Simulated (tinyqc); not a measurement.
Inside a calculation. Method: G0W0 on RHF in the sto-3g basis, for BeH2, spin multiplicity 1. One step of it, computed by the program tinyqc.

Question. Iteration 1: diagonalisation and new density. Diagonalise F' = X^T F X, C = X C', fill 3 alpha and 3 beta electrons from the bottom; D = 2 C_occ C_occ^T. Each column has its largest component positive (the first on a tie).

Fock matrix F (hartree), order 1Be 1s, 1Be 2s, 1Be 2px, 1Be 2py, 1Be 2pz, 2H 1s, 3H 1s:
$$\begin{pmatrix}
-4.454571 & -1.279084 & 0.000000 & 0.000000 & 0.000241 & -0.214852 & -0.214852 \\
-1.279084 & -0.576046 & 0.000000 & 0.000000 & -0.001157 & -0.335082 & -0.335082 \\
0.000000 & 0.000000 & 0.247757 & 0.000000 & 0.000000 & 0.000000 & 0.000000 \\
0.000000 & 0.000000 & 0.000000 & -0.162351 & 0.000000 & -0.302927 & 0.302927 \\
0.000241 & -0.001157 & 0.000000 & 0.000000 & 0.247747 & -0.001352 & -0.001352 \\
-0.214852 & -0.335082 & 0.000000 & -0.302927 & -0.001352 & -0.227483 & -0.020212 \\
-0.214852 & -0.335082 & 0.000000 & 0.302927 & -0.001352 & -0.020212 & -0.227483
\end{pmatrix}$$

X, order 1Be 1s, 1Be 2s, 1Be 2px, 1Be 2py, 1Be 2pz, 2H 1s, 3H 1s:
$$\begin{pmatrix}
1.028548 & -0.150755 & 0.000000 & 0.000000 & -0.000081 & 0.020893 & 0.020893 \\
-0.150755 & 1.164594 & 0.000000 & 0.000000 & 0.000736 & -0.231423 & -0.231423 \\
0.000000 & 0.000000 & 1.000000 & 0.000000 & 0.000000 & 0.000000 & 0.000000 \\
0.000000 & 0.000000 & 0.000000 & 1.233599 & 0.000000 & -0.323321 & 0.323321 \\
-0.000081 & 0.000736 & 0.000000 & 0.000000 & 1.000004 & -0.001239 & -0.001239 \\
0.020893 & -0.231423 & 0.000000 & -0.323321 & -0.001239 & 1.183856 & -0.059625 \\
0.020893 & -0.231423 & 0.000000 & 0.323321 & -0.001239 & -0.059625 & 1.183856
\end{pmatrix}$$

Give: F' = X^T F X; orbital energies; coefficients C; D after iteration 1.

Answer.

F' = X^T F X (hartree):
$$\begin{pmatrix}
-4.3434 & -0.7030 & 0.0000 & 0.0000 & 0.0002 & -0.0017 & -0.0017 \\
-0.7030 & -0.1287 & 0.0000 & 0.0000 & 0.0000 & -0.2781 & -0.2781 \\
0.0000 & 0.0000 & 0.2478 & 0.0000 & 0.0000 & 0.0000 & 0.0000 \\
0.0000 & 0.0000 & 0.0000 & 0.1929 & 0.0000 & -0.3799 & 0.3799 \\
0.0002 & 0.0000 & 0.0000 & 0.0000 & 0.2478 & -0.0016 & -0.0016 \\
-0.0017 & -0.2781 & 0.0000 & -0.3799 & -0.0016 & 0.0537 & -0.0790 \\
-0.0017 & -0.2781 & 0.0000 & 0.3799 & -0.0016 & -0.0790 & 0.0537
\end{pmatrix}$$

orbital energies (hartree): MO1 -4.4586, MO2 -0.4073, MO3 -0.3753, MO4 0.2477, MO5 0.2478, MO6 0.3684, MO7 0.7009

coefficients C, order 1Be 1s, 1Be 2s, 1Be 2px, 1Be 2py, 1Be 2pz, 2H 1s, 3H 1s:
$$\begin{pmatrix}
0.9910 & -0.2108 & 0.0000 & 0.0035 & 0.0000 & -0.2345 & 0.0000 \\
0.0345 & 0.5913 & 0.0000 & -0.0144 & 0.0000 & 1.0654 & 0.0000 \\
0.0000 & 0.0000 & 0.0000 & 0.0000 & 1.0000 & 0.0000 & 0.0000 \\
0.0000 & 0.0000 & 0.5153 & 0.0000 & 0.0000 & 0.0000 & 1.2105 \\
0.0000 & 0.0018 & 0.0000 & 0.9999 & 0.0000 & 0.0146 & 0.0000 \\
-0.0049 & 0.4030 & 0.4167 & 0.0070 & 0.0000 & -0.7235 & -0.8390 \\
-0.0049 & 0.4030 & -0.4167 & 0.0070 & 0.0000 & -0.7235 & 0.8390
\end{pmatrix}$$

D after iteration 1, order 1Be 1s, 1Be 2s, 1Be 2px, 1Be 2py, 1Be 2pz, 2H 1s, 3H 1s:
$$\begin{pmatrix}
2.0530 & -0.1808 & 0.0000 & 0.0000 & -0.0008 & -0.1797 & -0.1797 \\
-0.1808 & 0.7017 & 0.0000 & 0.0000 & 0.0021 & 0.4762 & 0.4762 \\
0.0000 & 0.0000 & 0.0000 & 0.0000 & 0.0000 & 0.0000 & 0.0000 \\
0.0000 & 0.0000 & 0.0000 & 0.5311 & 0.0000 & 0.4295 & -0.4295 \\
-0.0008 & 0.0021 & 0.0000 & 0.0000 & 0.0000 & 0.0014 & 0.0014 \\
-0.1797 & 0.4762 & 0.0000 & 0.4295 & 0.0014 & 0.6722 & -0.0225 \\
-0.1797 & 0.4762 & 0.0000 & -0.4295 & 0.0014 & -0.0225 & 0.6722
\end{pmatrix}$$
